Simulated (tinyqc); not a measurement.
Inside a calculation (part 1 of 3). Method: CIS and TDHF on RHF in the sto-6g basis, for BeH2, spin multiplicity 1. Computed by tinyqc, a small Python program that keeps every step (integrals from PySCF). Settings: charge = 0, multiplicity = 1, basis = sto-6g, method = RHF, energy threshold = 1e-10, iteration cap = 83, orthogonalisation = canonical, start = atomic densities, DIIS depth = 6, TDHF = 1. Command: `OMP_NUM_THREADS=1 python tinyqc.py 27693 27694 out.jsonl` (the two numbers bound the seeds that draw the settings). One thread of a shared host (Intel(R) Xeon(R) Processor @ 2.60GHz), about 0.1 s of CPU time with the checks. Later iterations appear only in the table of the cycle.

## One-electron integrals

Geometry (angstrom):

| atom | x | y | z |
|---|---|---|---|
| Be | 0.000000 | 0.000000 | 0.000000 |
| H | 0.000000 | 1.251000 | 0.000000 |
| H | 0.000000 | -1.332000 | 0.000000 |

Basis sto-6g: exponents (1/bohr^2) and contraction coefficients of normalised primitives:

| element | l (shell) | exponent | coefficient |
|---|---|---|---|
| Be | s (1) | 312.870494 | 0.009164 |
| Be | s (1) | 57.364463 | 0.049361 |
| Be | s (1) | 16.048509 | 0.168538 |
| Be | s (1) | 5.513096 | 0.370563 |
| Be | s (1) | 2.140897 | 0.416492 |
| Be | s (1) | 0.881739 | 0.130334 |
| Be | s (2) | 13.633247 | -0.013253 |
| Be | s (2) | 2.698375 | -0.046992 |
| Be | s (2) | 0.838653 | -0.033785 |
| Be | s (2) | 0.322660 | 0.250242 |
| Be | s (2) | 0.140131 | 0.595117 |
| Be | s (2) | 0.064233 | 0.240706 |
| Be | p (3) | 13.633247 | 0.003760 |
| Be | p (3) | 2.698375 | 0.037679 |
| Be | p (3) | 0.838653 | 0.173897 |
| Be | p (3) | 0.322660 | 0.418036 |
| Be | p (3) | 0.140131 | 0.425860 |
| Be | p (3) | 0.064233 | 0.101708 |
| H | s (1) | 35.523221 | 0.009164 |
| H | s (1) | 6.513144 | 0.049361 |
| H | s (1) | 1.822143 | 0.168538 |
| H | s (1) | 0.625955 | 0.370563 |
| H | s (1) | 0.243077 | 0.416492 |
| H | s (1) | 0.100112 | 0.130334 |

Overlap, kinetic and nuclear-attraction integrals over the contracted functions; the nuclear repulsion is the sum of Za Zb / Rab.

nuclear repulsion = 3.48600344 hartree

overlap S:
```
           1Be 1s    1Be 2s   1Be 2px    1Be 2py   1Be 2pz     2H 1s      3H 1s
1Be 1s   1.000000  0.254764  0.000000   0.000000  0.000000  0.087653   0.073364
1Be 2s   0.254764  1.000000  0.000000   0.000000  0.000000  0.496889   0.463911
1Be 2px  0.000000  0.000000  1.000000   0.000000  0.000000  0.000000   0.000000
1Be 2py  0.000000  0.000000  0.000000   1.000000  0.000000  0.548380  -0.527344
1Be 2pz  0.000000  0.000000  0.000000   0.000000  1.000000  0.000000   0.000000
2H 1s    0.087653  0.496889  0.000000   0.548380  0.000000  1.000000   0.045308
3H 1s    0.073364  0.463911  0.000000  -0.527344  0.000000  0.045308   1.000000
```

kinetic energy T (hartree):
```
            1Be 1s     1Be 2s   1Be 2px    1Be 2py   1Be 2pz      2H 1s      3H 1s
1Be 1s    6.768753  -0.207382  0.000000   0.000000  0.000000  -0.012837  -0.013910
1Be 2s   -0.207382   0.220121  0.000000   0.000000  0.000000   0.083246   0.070227
1Be 2px   0.000000   0.000000  0.661265   0.000000  0.000000   0.000000   0.000000
1Be 2py   0.000000   0.000000  0.000000   0.661265  0.000000   0.223086  -0.195623
1Be 2pz   0.000000   0.000000  0.000000   0.000000  0.661265   0.000000   0.000000
2H 1s    -0.012837   0.083246  0.000000   0.223086  0.000000   0.768522  -0.009310
3H 1s    -0.013910   0.070227  0.000000  -0.195623  0.000000  -0.009310   0.768522
```

nuclear attraction V (hartree):
```
             1Be 1s     1Be 2s    1Be 2px    1Be 2py    1Be 2pz      2H 1s      3H 1s
1Be 1s   -15.535075  -1.859682   0.000000  -0.002543   0.000000  -0.707103  -0.587446
1Be 2s    -1.859682  -3.058588   0.000000  -0.009771   0.000000  -1.518084  -1.380786
1Be 2px    0.000000   0.000000  -2.977558   0.000000   0.000000   0.000000   0.000000
1Be 2py   -0.002543  -0.009771   0.000000  -3.220324   0.000000  -1.648835   1.539678
1Be 2pz    0.000000   0.000000   0.000000   0.000000  -2.977558   0.000000   0.000000
2H 1s     -0.707103  -1.518084   0.000000  -1.648835   0.000000  -3.117516  -0.155080
3H 1s     -0.587446  -1.380786   0.000000   1.539678   0.000000  -0.155080  -3.020797
```

core Hamiltonian H = T + V (hartree):
```
            1Be 1s     1Be 2s    1Be 2px    1Be 2py    1Be 2pz      2H 1s      3H 1s
1Be 1s   -8.766322  -2.067064   0.000000  -0.002543   0.000000  -0.719939  -0.601355
1Be 2s   -2.067064  -2.838467   0.000000  -0.009771   0.000000  -1.434838  -1.310559
1Be 2px   0.000000   0.000000  -2.316292   0.000000   0.000000   0.000000   0.000000
1Be 2py  -0.002543  -0.009771   0.000000  -2.559059   0.000000  -1.425749   1.344055
1Be 2pz   0.000000   0.000000   0.000000   0.000000  -2.316292   0.000000   0.000000
2H 1s    -0.719939  -1.434838   0.000000  -1.425749   0.000000  -2.348993  -0.164390
3H 1s    -0.601355  -1.310559   0.000000   1.344055   0.000000  -0.164390  -2.252275
```

## Two-electron integrals

Functions are numbered as in S; the eight-fold symmetry (ij|kl) = (ji|kl) = (kl|ij) leaves the list below.

Two-electron integrals (ij|kl) in chemists' order, unique and non-zero (hartree):
```
(11|11) 2.299996    (21|11) 0.361879    (21|21) 0.071926    (22|11) 0.570332
(22|21) 0.139654    (22|22) 0.417773    (31|31) 0.015252    (32|31) 0.022555
(32|32) 0.092340    (33|11) 0.570332    (33|21) 0.139654    (33|22) 0.417773
(33|33) 0.450117    (41|41) 0.015252    (42|41) 0.022555    (42|42) 0.092340
(43|43) 0.024258    (44|11) 0.570332    (44|21) 0.139654    (44|22) 0.417773
(44|33) 0.401601    (44|44) 0.450117    (51|51) 0.015252    (52|51) 0.022555
(52|52) 0.092340    (53|53) 0.024258    (54|54) 0.024258    (55|11) 0.570332
(55|21) 0.139654    (55|22) 0.417773    (55|33) 0.401601    (55|44) 0.401601
(55|55) 0.450117    (61|11) 0.129429    (61|21) 0.024903    (61|22) 0.047877
(61|33) 0.047488    (61|41) 0.002447    (61|42) 0.004645    (61|44) 0.048654
(61|55) 0.047488    (61|61) 0.009114    (62|11) 0.253400    (62|21) 0.062694
(62|22) 0.197885    (62|33) 0.191117    (62|41) 0.008766    (62|42) 0.047406
(62|44) 0.211421    (62|55) 0.191117    (62|61) 0.023727    (62|62) 0.129528
(63|31) 0.006735    (63|32) 0.028847    (63|43) 0.008712    (63|63) 0.013536
(64|11) 0.254117    (64|21) 0.063793    (64|22) 0.210810    (64|33) 0.198544
(64|41) 0.014430    (64|42) 0.074630    (64|44) 0.235342    (64|55) 0.198544
(64|61) 0.025572    (64|62) 0.158285    (64|64) 0.202320    (65|51) 0.006735
(65|52) 0.028847    (65|54) 0.008712    (65|65) 0.013536    (66|11) 0.417378
(66|21) 0.105456    (66|22) 0.366434    (66|33) 0.340251    (66|41) 0.019177
(66|42) 0.126090    (66|44) 0.418798    (66|55) 0.340251    (66|61) 0.041692
(66|62) 0.292839    (66|64) 0.382797    (66|66) 0.774999    (71|11) 0.107773
(71|21) 0.020765    (71|22) 0.040026    (71|33) 0.039698    (71|41) -0.002047
(71|42) -0.003924   (71|44) 0.040682    (71|55) 0.039698    (71|61) 0.006893
(71|62) 0.016533    (71|64) 0.015996    (71|66) 0.027149    (71|71) 0.006339
(72|11) 0.228745    (72|21) 0.056722    (72|22) 0.181306    (72|33) 0.174830
(72|41) -0.007939   (72|42) -0.044441   (72|44) 0.194258    (72|55) 0.174830
(72|61) 0.017901    (72|62) 0.067366    (72|64) 0.063849    (72|66) 0.114551
(72|71) 0.017993    (72|72) 0.111893    (73|31) 0.005841    (73|32) 0.025636
(73|43) -0.007982   (73|63) 0.005675    (73|73) 0.011104    (74|11) -0.236204
(74|21) -0.059384   (74|22) -0.198609   (74|33) -0.186983   (74|41) 0.012966
(74|42) 0.069632    (74|44) -0.221860   (74|55) -0.186983   (74|61) -0.017910
(74|62) -0.066379   (74|64) -0.059165   (74|66) -0.109498   (74|71) -0.019876
(74|72) -0.140141   (74|74) 0.182523    (75|51) 0.005841    (75|52) 0.025636
(75|54) -0.007982   (75|65) 0.005675    (75|75) 0.011104    (76|11) 0.027856
(76|21) 0.006700    (76|22) 0.019494    (76|33) 0.019134    (76|41) -0.000024
(76|42) -0.000166   (76|44) 0.020213    (76|55) 0.019134    (76|61) 0.002308
(76|62) 0.009460    (76|64) 0.010265    (76|66) 0.018171    (76|71) 0.001939
(76|72) 0.008875    (76|74) -0.009986   (76|76) 0.000930    (77|11) 0.393478
(77|21) 0.099631    (77|22) 0.352997    (77|33) 0.327517    (77|41) -0.017427
(77|42) -0.121495   (77|44) 0.403956    (77|55) 0.327517    (77|61) 0.030817
(77|62) 0.121076    (77|64) 0.111410    (77|66) 0.204786    (77|71) 0.032902
(77|72) 0.270184    (77|74) -0.360828   (77|76) 0.018171    (77|77) 0.774999
```

## Orthogonalisation

S = U s U^T; canonical form X = U s^(-1/2), so that X^T S X = 1. Each column of U has its largest component positive (the first on a tie).

eigenvalues of S: 0.213369  0.328458  0.931496  1.000000  1.000000  1.731138  1.795540

X:
```
                 1          2          3          4         5          6         7
1Be 1s   -0.028953  -0.286360   0.968562   0.000000  0.000000  -0.079226  0.221601
1Be 2s    0.252548   1.257697  -0.102949   0.000000  0.000000  -0.170674  0.475830
1Be 2px   0.000000   0.000000   0.000000  -0.266983  0.963701   0.000000  0.000000
1Be 2py   1.488220  -0.194556  -0.009947   0.000000  0.000000   0.514696  0.177084
1Be 2pz   0.000000   0.000000   0.000000   0.963701  0.266983   0.000000  0.000000
2H 1s    -1.246953  -0.670583  -0.244156   0.000000  0.000000   0.231231  0.455442
3H 1s     0.923260  -0.945089  -0.255187   0.000000  0.000000  -0.473147  0.206465
```

Within a degenerate level the vectors are fixed only up to a rotation; this is one choice.

## Starting guess

The start is atomic minimal-basis densities projected into this basis (PySCF's MINAO start) and scaled to the electron count of each spin; this density is not idempotent, so its energy is not variational and may lie below the converged one.

D at the start:
```
            1Be 1s     1Be 2s   1Be 2px    1Be 2py   1Be 2pz      2H 1s      3H 1s
1Be 1s    2.150156  -0.512357  0.000000  -0.002192  0.000000  -0.022014  -0.026727
1Be 2s   -0.512357   2.039469  0.000000   0.007712  0.000000   0.126966   0.136354
1Be 2px   0.000000   0.000000  0.000000   0.000000  0.000000   0.000000   0.000000
1Be 2py  -0.002192   0.007712  0.000000   0.004077  0.000000   0.042908  -0.040406
1Be 2pz   0.000000   0.000000  0.000000   0.000000  0.000000   0.000000   0.000000
2H 1s    -0.022014   0.126966  0.000000   0.042908  0.000000   0.857562   0.007179
3H 1s    -0.026727   0.136354  0.000000  -0.040406  0.000000   0.007179   0.874563
```

## Iteration 1: building the Fock matrix

J_ij = sum D_kl (ij|kl), K_ij = sum D_kl (ik|jl); F = H + J - 0.5 K; E = tr D H + tr D J / 2 - 0.25 tr D K + E_nn.

Coulomb J (hartree):
```
           1Be 1s    1Be 2s   1Be 2px    1Be 2py   1Be 2pz     2H 1s      3H 1s
1Be 1s   6.598637  1.206902  0.000000   0.001738  0.000000  0.427195   0.355722
1Be 2s   1.206902  2.689760  0.000000   0.003899  0.000000  1.311176   1.200952
1Be 2px  0.000000  0.000000  2.639510   0.000000  0.000000  0.000000   0.000000
1Be 2py  0.001738  0.003899  0.000000   2.790260  0.000000  1.416634  -1.334629
1Be 2pz  0.000000  0.000000  0.000000   0.000000  2.639510  0.000000   0.000000
2H 1s    0.427195  1.311176  0.000000   1.416634  0.000000  2.528244   0.130657
3H 1s    0.355722  1.200952  0.000000  -1.334629  0.000000  0.130657   2.457416
```

exchange K (hartree):
```
           1Be 1s    1Be 2s   1Be 2px    1Be 2py   1Be 2pz     2H 1s      3H 1s
1Be 1s   4.735641  0.785764  0.000000   0.005816  0.000000  0.311809   0.259067
1Be 2s   0.785764  1.175423  0.000000   0.018194  0.000000  0.743340   0.687213
1Be 2px  0.000000  0.000000  0.234605   0.000000  0.000000  0.000000   0.000000
1Be 2py  0.005816  0.018194  0.000000   0.606857  0.000000  0.471680  -0.446296
1Be 2pz  0.000000  0.000000  0.000000   0.000000  0.234605  0.000000   0.000000
2H 1s    0.311809  0.743340  0.000000   0.471680  0.000000  1.035292   0.190848
3H 1s    0.259067  0.687213  0.000000  -0.446296  0.000000  0.190848   1.003301
```

Fock matrix F (hartree):
```
            1Be 1s     1Be 2s   1Be 2px    1Be 2py   1Be 2pz      2H 1s      3H 1s
1Be 1s   -4.535506  -1.253044  0.000000  -0.003713  0.000000  -0.448649  -0.375167
1Be 2s   -1.253044  -0.736419  0.000000  -0.014969  0.000000  -0.495332  -0.453213
1Be 2px   0.000000   0.000000  0.205916   0.000000  0.000000   0.000000   0.000000
1Be 2py  -0.003713  -0.014969  0.000000  -0.072227  0.000000  -0.244955   0.232574
1Be 2pz   0.000000   0.000000  0.000000   0.000000  0.205916   0.000000   0.000000
2H 1s    -0.448649  -0.495332  0.000000  -0.244955  0.000000  -0.338396  -0.129157
3H 1s    -0.375167  -0.453213  0.000000   0.232574  0.000000  -0.129157  -0.296509
```

total energy of this density = -15.60246804 hartree

This density is the starting one; it is not idempotent, so its energy is not variational and may lie below the converged one.

## Iteration 1: diagonalisation and new density

Diagonalise F' = X^T F X, C = X C', fill 3 alpha and 3 beta electrons from the bottom; D = 2 C_occ C_occ^T. Each column has its largest component positive (the first on a tie).

F' = X^T F X (hartree):
```
           1          2          3         4         5          6          7
1   0.951677  -0.057786   0.024165  0.000000  0.000000   0.102448   0.037944
2  -0.057786   0.348413   0.407347  0.000000  0.000000  -0.049901   0.093091
3   0.024165   0.407347  -3.719342  0.000000  0.000000   0.513716  -1.492984
4   0.000000   0.000000   0.000000  0.205916  0.000000   0.000000   0.000000
5   0.000000   0.000000   0.000000  0.000000  0.205916   0.000000   0.000000
6   0.102448  -0.049901   0.513716  0.000000  0.000000  -0.373591   0.317349
7   0.037944   0.093091  -1.492984  0.000000  0.000000   0.317349  -1.217050
```

orbital energies (hartree): MO1 -4.537988, MO2 -0.547772, MO3 -0.277225, MO4 0.205916, MO5 0.205916, MO6 0.386014, MO7 0.967077

coefficients C:
```
              MO1        MO2        MO3        MO4       MO5        MO6        MO7
1Be 1s   0.993315  -0.236524  -0.003039   0.000000  0.000000  -0.183549  -0.004201
1Be 2s   0.024316   0.616997   0.027855   0.000000  0.000000   1.230264   0.126983
1Be 2px  0.000000   0.000000   0.000000  -0.473883  0.880588   0.000000   0.000000
1Be 2py  0.000360   0.013891  -0.407921   0.000000  0.000000  -0.052435   1.542621
1Be 2pz  0.000000   0.000000   0.000000   0.880588  0.473883   0.000000   0.000000
2H 1s    0.001645   0.364876  -0.451129   0.000000  0.000000  -0.832328  -1.138269
3H 1s    0.000576   0.328196   0.487436   0.000000  0.000000  -0.885881   0.973204
```

D after iteration 1:
```
            1Be 1s     1Be 2s   1Be 2px    1Be 2py   1Be 2pz      2H 1s      3H 1s
1Be 1s    2.085256  -0.243731  0.000000  -0.003377  0.000000  -0.166594  -0.157071
1Be 2s   -0.243731   0.764104  0.000000  -0.005566  0.000000   0.425202   0.432174
1Be 2px   0.000000   0.000000  0.000000   0.000000  0.000000   0.000000   0.000000
1Be 2py  -0.003377  -0.005566  0.000000   0.333185  0.000000   0.378189  -0.388552
1Be 2pz   0.000000   0.000000  0.000000   0.000000  0.000000   0.000000   0.000000
2H 1s    -0.166594   0.425202  0.000000   0.378189  0.000000   0.673310  -0.200290
3H 1s    -0.157071   0.432174  0.000000  -0.388552  0.000000  -0.200290   0.690613
```

Within a degenerate level the vectors are fixed only up to a rotation; this is one choice.

## Iteration 7 (converged): orbitals

converged F (hartree):
```
            1Be 1s     1Be 2s   1Be 2px    1Be 2py   1Be 2pz      2H 1s      3H 1s
1Be 1s   -4.586758  -1.249125  0.000000  -0.000869  0.000000  -0.435754  -0.365171
1Be 2s   -1.249125  -0.612302  0.000000  -0.012578  0.000000  -0.450877  -0.418009
1Be 2px   0.000000   0.000000  0.207271   0.000000  0.000000   0.000000   0.000000
1Be 2py  -0.000869  -0.012578  0.000000  -0.258236  0.000000  -0.347214   0.335715
1Be 2pz   0.000000   0.000000  0.000000   0.000000  0.207271   0.000000   0.000000
2H 1s    -0.435754  -0.450877  0.000000  -0.347214  0.000000  -0.359721  -0.061674
3H 1s    -0.365171  -0.418009  0.000000   0.335715  0.000000  -0.061674  -0.320624
```

As before.

F' = X^T F X (hartree):
```
           1          2          3         4         5          6          7
1   0.991761  -0.049874   0.021927  0.000000  0.000000   0.034394   0.021686
2  -0.049874   0.447160   0.393525  0.000000  0.000000  -0.054942   0.148567
3   0.021927   0.393525  -3.768319  0.000000  0.000000   0.526395  -1.521032
4   0.000000   0.000000   0.000000  0.207271  0.000000   0.000000   0.000000
5   0.000000   0.000000   0.000000  0.000000  0.207271   0.000000   0.000000
6   0.034394  -0.054942   0.526395  0.000000  0.000000  -0.513546   0.245920
7   0.021686   0.148567  -1.521032  0.000000  0.000000   0.245920  -1.167856
```

orbital energies (hartree): MO1 -4.588391, MO2 -0.468271, MO3 -0.430809, MO4 0.207271, MO5 0.207271, MO6 0.479232, MO7 0.997438

coefficients C:
```
               MO1        MO2        MO3        MO4       MO5        MO6        MO7
1Be 1s    0.994596  -0.213859   0.045075   0.000000  0.000000  -0.198293  -0.005297
1Be 2s    0.021491   0.524325  -0.128381   0.000000  0.000000   1.265578   0.134825
1Be 2px   0.000000   0.000000   0.000000  -0.466415  0.884566   0.000000   0.000000
1Be 2py   0.000018   0.110961   0.490015   0.000000  0.000000  -0.055988   1.514417
1Be 2pz   0.000000   0.000000   0.000000   0.884566  0.466415   0.000000   0.000000
2H 1s    -0.001343   0.480063   0.302098   0.000000  0.000000  -0.799089  -1.168252
3H 1s    -0.001906   0.298643  -0.484803   0.000000  0.000000  -0.871802   0.996471
```

D after iteration 7:
```
            1Be 1s     1Be 2s   1Be 2px    1Be 2py   1Be 2pz      2H 1s      3H 1s
1Be 1s    2.073975  -0.193087  0.000000  -0.003250  0.000000  -0.180769  -0.175230
1Be 2s   -0.193087   0.583721  0.000000  -0.009458  0.000000   0.425793   0.437569
1Be 2px   0.000000   0.000000  0.000000   0.000000  0.000000   0.000000   0.000000
1Be 2py  -0.003250  -0.009458  0.000000   0.504854  0.000000   0.402602  -0.408846
1Be 2pz   0.000000   0.000000  0.000000   0.000000  0.000000   0.000000   0.000000
2H 1s    -0.180769   0.425793  0.000000   0.402602  0.000000   0.643451  -0.006176
3H 1s    -0.175230   0.437569  0.000000  -0.408846  0.000000  -0.006176   0.648450
```

Within a degenerate level the vectors are fixed only up to a rotation; this is one choice.

## Convergence

Stop when the energy changes by less than 1e-10 hartree and every element of the error matrix X^T (F D S - S D F) X is below 3e-06.

Course of the cycle:

| iteration | E (hartree) | change | largest element of the error matrix |
|---|---|---|---|
| 1 | -15.60246804 | - | 5.50e-01 |
| 2 | -15.71059972 | -1.08e-01 | 1.32e-01 |
| 3 | -15.72410789 | -1.35e-02 | 2.05e-02 |
| 4 | -15.72458732 | -4.79e-04 | 6.05e-04 |
| 5 | -15.72458765 | -3.27e-07 | 1.62e-05 |
| 6 | -15.72458765 | -3.16e-10 | 1.04e-06 |
| 7 | -15.72458765 | -1.88e-12 | 1.05e-07 |

PySCF RHF in the same basis = -15.72458765 hartree

Converged in 7 iterations.

## Populations, bond orders and dipole

Mulliken: Z minus the diagonal of D S on the atom; Loewdin: the same with S^(1/2) D S^(1/2); Mayer order: 2 sum_s sum (D(s) S)_ij (D(s) S)_ji over the two atoms.

Charges (e):

| atom | Mulliken | Loewdin |
|---|---|---|
| 1Be | 0.113587 | 0.086071 |
| 2H | -0.059677 | -0.044087 |
| 3H | -0.053910 | -0.041983 |

Mayer bond orders:

| pair | order |
|---|---|
| 2-1 | 0.996444 |
| 3-1 | 0.997099 |
| 3-2 | -0.000005 |

dipole moment about the origin, x y z (debye): 0.000000  0.008170  0.000000
